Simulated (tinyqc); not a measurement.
Phase shift across the band: Koster-Slater impurity in a tight-binding band, by Green functions and by supercells. Computed by tinyqc, a small Python program. Command: `OMP_NUM_THREADS=1 python tinyqc.py 3018313 3018314 out.jsonl kosterslater walk`. One thread of a shared host (Intel(R) Xeon(R) Processor @ 2.30GHz), about 0.02 s of CPU time with the checks.

One orbital per site, e(k) = -2 t sum cos(k_i) over 1 direction(s), band from -2 t to 2 t, lattice constant 1. One site has the extra energy U. Spin is left out.

Inputs (values chosen for the exercise, for a model band): hopping t = 0.76 eV; impurity potential U = -0.617 eV; broadening eta = 0.076 eV.

Lattice: chain.

Method:
- Outside the band G0(E) = sign(E)/sqrt(E^2 - 4 t^2).
- A bound state solves 1/U = G0(E).
- Bisection in ln(distance from the edge) between 1e-5 t and |U| + t. Weight on the impurity site: -1/(U^2 dG0/dE), by a central difference with step min(1e-4 t, distance/30). Decay length along an axis: 1/arccosh(1 + distance/(2 t)).
- Inside the band G0(z), z = E + i eta, comes from the chain form 1/(sqrt(y - 2t) sqrt(y + 2t)) (principal roots) at y = z.
- delta/pi = -arg(1 - U G0)/pi counts the states added below E (Friedel); host DOS = -Im G0/pi, DOS on the impurity = -Im[G0/(1 - U G0)]/pi; 13 evenly spaced energies from -(band edge + |U| + 2t) to +(band edge + |U| + 2t).

distance from the band edge = 0.120454 eV

level E_b = -1.64045 eV

Across the spectrum:
```
E (eV)   Re G0 (1/eV)  host DOS (1/eV)  DOS on the impurity (1/eV)  delta/pi
-3.6570      -0.30044          0.00240                     0.00362   0.00182
-3.0475      -0.37812          0.00399                     0.00679   0.00321
-2.4380      -0.52299          0.00848                     0.01848   0.00772
-1.8285      -0.96093          0.04065                     0.23641   0.06085
-1.2190      -0.11880          0.34305                     0.26369   0.19812
-0.6095      -0.01706          0.22806                     0.19418   0.13374
0.0000        0.00000          0.20915                     0.17963   0.12260
0.6095        0.01706          0.22806                     0.18746   0.13127
1.2190        0.11880          0.34305                     0.21519   0.17655
1.8285        0.96093          0.04065                     0.01598   0.01573
2.4380        0.52299          0.00848                     0.00485   0.00396
3.0475        0.37812          0.00399                     0.00263   0.00200
3.6570        0.30044          0.00240                     0.00171   0.00125
```

delta/pi starts and ends near zero (+0.002 and +0.001): the impurity moves states but creates none. The level lies only 1.6 eta outside the band, so the broadening smears its step. delta/pi rises at the bound state below the band (-1.640 eV), reaches 0.20 among these rows (1 in the limit of small eta, just above the level) and is paid back by the top of the band (on a chain half a state is lost at each edge, and in between delta = atan(|U|/sqrt(4 t^2 - E^2))).

Extremes, crossings and ranges named in words are read from the listed rows.
